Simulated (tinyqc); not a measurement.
Inside a calculation: band-to-band tunnelling across a p-n junction in a two-band chain. Values are carried at full precision from step to step, so a last printed digit may differ when a step is redone from the rounded ones.

Sites alternate A at -Eg/2 and C at +Eg/2 with hopping -t; near the edges, with k counted from the zone boundary pi/a, E^2 = (Eg/2)^2 + (t a k)^2, so t = sqrt(c Eg/m)/a gives the mass m, c = hbar^2/2m0. In the gap cosh(q a) = 1 + (Eg^2/4 - e^2)/(2 t^2), e the energy from the local mid-gap. The potential is V0 = Eg + ov on the p side (left), 0 on the n side, and falls linearly over the 2N sites of the junction, V_j = V0 (1 - j/(2N + 1)), j = 1 to 2N, site 1 being A. E = Eg/2 + x ov. A half chain that ends on a site of level e1 with neighbour e2 has g = (1 + z)/(E - e1), z = exp(-/+ i k a) the root with Im g < 0, cos(k a) = (E - e1)(E - e2)/(2 t^2) - 1. S_L = t^2 g (ending on C, shifted by V0), S_R = t^2 g (starting on A). T = 4 Im(S_L) Im(S_R) |G_(1,2N)|^2.

Constants: hbar^2/2m0 = 3.80998211 eV angstrom^2.

Inputs chosen for the exercise (gap and mass near those of InSb; the results hold for these values, not for the real material): Eg = 0.183 eV (gap); m = 0.0145 m0 (mass of electron and light hole); a = 5 angstrom (period (two sites)); ov = 0.4 eV (overlap: top of the valence band on the p side above the conduction edge on the n side); N = 5 (periods in the small junction); x = 0.75 (energy above the n-side conduction edge, as a share of ov).

## Hopping, field and tunnelling length

Form t, V0, E, the field F = V0/((2N + 1) a/2) (1 V/angstrom = 100 MV/cm) and the length Eg/F over which E lies in the gap.

t = 1.3869 eV
V0 = 0.5830 eV
E = 0.3915 eV
F = 2.120 MV/cm
tunnelling length = 8.63 angstrom

So short a junction keeps the matrix small; its field is of the size of the 1 to 3 MV/cm of tunnel diodes.

## Self-energies of the two sides

Form cos(k a) and S for each side.

cos(k a): left -0.992643, right -0.962332

S_L, S_R (eV): -0.05000-0.82289i  0.15000-1.08266i

## Recursive Green function

g_1 = 1/(E - e_1 - S_L); g_j = 1/(E - e_j - t^2 g_(j-1)), with S_R also subtracted at the last site; G_1j = G_1(j-1) (-t) g_j, G_11 = g_1; e_j is the site level plus V_j. The self-energies stand in the order S_L, S_R.

Sweep:
```
j   e_j (eV)       g_j (1/eV)      G_1j (1/eV)
1     0.4385   0.0044-1.2152i   0.0044-1.2152i
2     0.5685  -0.0337-0.4252i   0.7167-0.0543i
3     0.3325   0.1811-1.1954i  -0.0901+1.2019i
4     0.4625  -0.0768-0.4209i  -0.7112+0.0754i
5     0.2265   0.4151-1.0749i   0.2971-1.1036i
6     0.3565  -0.1572-0.4257i   0.7163-0.0652i
7     0.1205   0.5739-0.8195i  -0.4960+0.8660i
8     0.2505  -0.2822-0.4620i  -0.7490+0.0211i
9     0.0145   0.5623-0.5433i   0.5682-0.5808i
10    0.1445  -0.1791-0.3871i   0.4530+0.1608i
```

T = 0.8234

## WKB for the same field

T = exp(-2 I/F), I = integral of q de across the gap. Continuum: q = sqrt(Eg^2/4 - e^2)/(t a), I = pi Eg^2/(8 t a). Lattice: q from the cosh formula, 12 Gauss-Legendre points in u with e = (Eg/2) sin(u), u from -pi/2 to pi/2. F in V/angstrom is the value in MV/cm over 100.

I (eV/angstrom): continuum 0.001897, lattice 0.001896

T by WKB: continuum 0.8362, lattice 0.8362

The chain gives 0.8234, 0.985 times the lattice WKB value; the exponent is only 0.18, and reflections at the two kinks of the potential count.

## Checks

- G_(1,2N) from the sweep against inversion of the whole matrix (size): both 0.48067.

(tinyqc, `OMP_NUM_THREADS=1 python tinyqc.py 1450589 1450590 out.jsonl`, Intel(R) Xeon(R) Processor @ 2.30GHz, 1 thread, shared host, about 0.01 s.)
